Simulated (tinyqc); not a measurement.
Raising the sheet density: Gamma, L and X subbands of a thin body with non-parabolic valleys.

Hard walls, flat band, c = hbar^2/2m0, energies from the bulk Gamma edge. For a valley at angle theta to the normal 1/m_z = cos^2/ml + sin^2/mt and m_d = sqrt(ml mt^2/m_z). Subband n starts at E_v + e with e (1 + a e) = c (n pi/t)^2/m_z, and its density-of-states mass is taken as m_d (1 + 2 a e), without further growth at higher in-plane energy. Groups are named by valley and degeneracy.

n_i = g m/(2 pi c) kB T ln(1 + exp((EF - E_i)/kB T)), sum n_i = Ns (1e12/cm^2 = 1e-4/angstrom^2), c = hbar^2/2m0. Quantum capacitance Cq = 1602.176634 sum g m/(2 pi c) f_i in microfarad/cm^2 with f_i = 1/(1 + exp((E_i - EF)/kB T)); Cox = 34.5313/eot (one gate); C/Cox = Cq/(Cq + Cox), the centroid term left out.

Constants: hbar^2/2m0 = 3.80998211 eV angstrom^2; kB = 8.617333262e-05 eV/K.

Parameters, chosen for this exercise (near those of a thin GaSb channel; the results hold for these values, not for the real material): face = 100 (surface); mG = 0.0392 m0 (Gamma mass); aG = 1.14 1/eV (Gamma non-parabolicity); EL = 0.08 eV (L edge above Gamma); mL = (1.295, 0.097) m0 (L valleys (four, along <111>): ml, mt); EX = 0.344 eV (X edge above Gamma); mX = (1.552, 0.214) m0 (X valleys (three, along <100>): ml, mt); aS = 0.6 1/eV (non-parabolicity of L and X); t = 62 angstrom (body thickness); T = 300 K (temperature); eot = 11 angstrom (equivalent oxide thickness); Nl = (0.5, 1, 2, 4, 7, 11, 16) x 1e12/cm^2 (sheet densities).

Fixed thickness, n = 1 to 8 of all groups; the gate overdrive above the lowest edge is (EF - E_lowest)/e + 0.1602177 Ns/Cox in volts.

Results:
```
Ns (1e12/cm^2),EF - lowest (eV),Gamma share (%),Cq,C/Cox,overdrive (V)
0.5,-0.085,0.5,3.04,0.492,-0.060
1.0,-0.067,0.5,5.98,0.656,-0.016
2.0,-0.048,0.6,11.55,0.786,0.054
7.0,-0.011,0.6,34.14,0.916,0.346
11.0,0.005,0.7,47.26,0.938,0.566
16.0,0.020,0.9,59.30,0.950,0.836
```

Give the missing row, Ns (1e12/cm^2) = 4.0.

Computed row:
```
Ns (1e12/cm^2)  EF - lowest (eV)  Gamma share (%)     Cq  C/Cox  overdrive (V)
4.0                       -0.028              0.6  21.56  0.873          0.176
```

The lowest subband is L4 n=1; the light Gamma level lies 56 meV above it, lifted there by confinement. At the highest density band filling takes 0.020 V of the 0.836 V overdrive. Cq grows from 3.0 to 59.3 microfarad/cm^2 while EF moves from -0.085 to +0.020 eV against the lowest edge; the Gamma share stays near 1 %.

Run: tinyqc, `OMP_NUM_THREADS=1 python tinyqc.py 1251806 1251807 out.jsonl`; Intel(R) Xeon(R) Processor @ 2.30GHz, one thread, shared host; about 0.02 s of CPU time with all checks.
